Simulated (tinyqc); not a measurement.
Worked calculation: straight dislocations in isotropic elasticity: fields, energies, partials, Peierls stress and walls. Computed by tinyqc, a small Python program that keeps every step. Command: `OMP_NUM_THREADS=1 python tinyqc.py 3004379 3004380 out.jsonl disloc walk`. One thread of a shared host (Intel(R) Xeon(R) Processor @ 2.30GHz), about 0.01 s of CPU time with the checks. Intermediate numbers are printed to about 6 digits and carried at full precision; extremes and crossings named in words are read from the listed rows.

The line runs along z, the glide plane is y = 0, and beta is the angle between b and the line (0 screw, 90 degrees edge): b_e = b sin(beta) along +x with the extra half plane at y > 0, b_s = b cos(beta). Stress is positive in tension.

Inputs (values chosen for the exercise, modelled on silicon): shear modulus G = 66.2 GPa; Poisson ratio nu = 0.224; Burgers vector b = 3.84 angstrom; stacking-fault energy gamma = 53.9 mJ/m^2; dislocation density rho = 2e+12 1/m^2; core radius r0/b = 1; misfit volume of a solute dV = 7.5 angstrom^3; temperature T = 900 K; unstable fault energy gamma_us = 1890 mJ/m^2; tilt angle theta = 3.1 degrees; source length l = 240 nm.

Character: 60-degree.

field point (x, y) (nm): [3.3, 3.6]

Constants: 1 eV/angstrom^3 = 160.2176634 GPa; k_B = 8.617333262e-05 eV/K.

## Line energy and line tension

Energy factor K = G [cos^2(beta) + sin^2(beta)/(1 - nu)]. E = K b^2/(4 pi) ln(R/r0) with R = 1/(2 sqrt(rho)); tension T = E + d^2E/d(beta)^2 = G b^2 [1 + nu - 3 nu sin^2(beta)]/(4 pi (1 - nu)) ln(R/r0). The core energy is taken into r0.

energy factor K = 80.5320 GPa

ln(R/r0) = 6.82515

line energy E = 40.2552 eV/nm

line tension T = 30.7032 eV/nm

stored energy rho E = 12.8992 kJ/m^3

T/E = 0.76: bowing turns parts of the line towards the cheaper screw character, so it is soft.

## Stress at a point

With D = G b_e/(2 pi (1 - nu)), S = G b_s/(2 pi), r^2 = x^2 + y^2: s_xx = -D y (3x^2 + y^2)/r^4, s_yy = D y (x^2 - y^2)/r^4, s_xy = D x (x^2 - y^2)/r^4, s_zz = nu (s_xx + s_yy), s_xz = -S y/r^2, s_yz = S x/r^2. Pressure p = -trace/3.

stress (MPa), rows x, y, z:
```
[[-1303.93, -54.22, -305.35],
 [-54.22, -59.15, 279.90],
 [-305.35, 279.90, -305.33]]
```

pressure p = 556.138 MPa

The point lies above the glide plane, on the compressed side.

## Force on a second, equal dislocation at that point; binding of a solute

Peach-Koehler force per length on a parallel dislocation with the same b: in the glide plane F_x = s_xy b_e + s_yz b_s, normal to it F_y = -(s_xx b_e + s_xz b_s), which drives climb of the edge part or cross-slip of a screw. A solute with misfit volume dV has the energy p dV, and its dilute concentration is scaled by exp(-p dV/(k_B T)).

glide force F_x = 35.7089 mN/m

normal force F_y = 492.254 mN/m

solute energy = 26.0336 meV

concentration ratio = 0.714856

Along x the second dislocation is repelled. The oversized solute is depleted here.

## Splitting into partials

Shockley partials have b_p = b/sqrt(3) at the angles beta -/+ 30 degrees; their repulsion balances the fault at d = G b_p^2/(8 pi gamma) (2 - nu)/(1 - nu) [1 - 2 nu cos(2 beta)/(2 - nu)].

partial Burgers vector b_p = 2.21703 angstrom

splitting width d = 6.19069 nm

d/b = 16.1216

Widely split: cross-slip and climb need a constriction first.

## Peierls-Nabarro core of the undissociated dislocation

Misfit energy gamma(u) = (gamma_us/2)(1 - cos(2 pi u/b)), so the largest restoring stress is tau_max = pi gamma_us/b; u(x) = b/2 + (b/pi) arctan(x/zeta), zeta = K b/(4 pi tau_max). Summing the misfit energy over atomic rows a' apart gives, for a wide core, W_P = (K b^2/pi) exp(-2 pi zeta/a') and sigma_P = (K b/a') exp(-2 pi zeta/a'); a' = b/2 for edge and 30-degree lines, b sqrt(3)/2 for screw and 60-degree lines.

tau_max = 15.4625 GPa

half width zeta = 1.59151 angstrom

row spacing a' = 3.32554 angstrom

Peierls barrier W_P = 1166.45 meV/nm

Peierls stress sigma_P = 4597.62 MPa

zeta/a' = 0.48 and sigma_P/G = 0.069: the stress falls by a factor e for each a'/(2 pi) of half width. Caution: for a core this narrow higher harmonics of the row sum matter and the wide-core formula is rough. Caution: in covalent crystals lines are dissociated and reconstructed and move by kinks, so this sinusoidal model gives only the trend.

## Strength from dislocations

Frank-Read source, averaged over the loop: tau = G b/(2 pi l) [(1 - nu/2)/(1 - nu)] ln(l/r0). Taylor hardening: tau = 0.3 G b sqrt(rho).

Frank-Read stress = 124.189 MPa

Taylor stress = 10.7851 MPa

Of the source, forest and Peierls stresses the largest here is the Peierls stress. Caution: in covalent crystals the flow stress is largely set by thermally activated glide over the Peierls barrier, which the source and Taylor stresses leave out.

## Low-angle tilt boundary

A symmetric tilt wall of edge dislocations has the spacing h = b/(2 sin(theta/2)); Read-Shockley: gamma_b = E0 theta (A - ln theta), E0 = G b/(4 pi (1 - nu)), A = 1 + ln(b/(2 pi r0)), theta in radians.

spacing h = 7.09815 nm

boundary energy = 293.225 mJ/m^2

angle of the maximum, exp(A - 1) = 9.11891 degrees

## Character of the line

E = K b^2/(4 pi) ln(R/r0); T = G b^2 [1 + nu - 3 nu sin^2(beta)]/(4 pi (1 - nu)) ln(R/r0).

From screw to edge:
```
beta (degrees)  K (GPa)  E (eV/nm)  T (eV/nm)   d (nm)
0               66.2000    33.0912    52.1954  4.11062
15              67.4801    33.7310    50.2758  4.29640
30              70.9773    35.4792    45.0313  4.80397
45              75.7546    37.8672    37.8672  5.49733
60              80.5320    40.2552    30.7032  6.19069
75              84.0292    42.0034    25.4587  6.69826
90              85.3093    42.6433    23.5391  6.88404
```

The edge costs 1/(1 - nu) = 1.289 times the screw in energy, yet its tension is only (1 - 2 nu)/(1 + nu) = 0.451 of the screw value, so loops under stress are elongated along b. The edge splits 1.67 times as widely, (2 + nu)/(2 - 3 nu), since there the larger, edge parts of the partials repel with the factor 1/(1 - nu) and the small screw parts attract, while in the screw the roles are exchanged.

Checks made by the program: zero divergence of the stress field, by differences and relative to the size of its gradient (relative difference below 1e-10); splitting against the force between the two partials (relative difference below 1e-10).
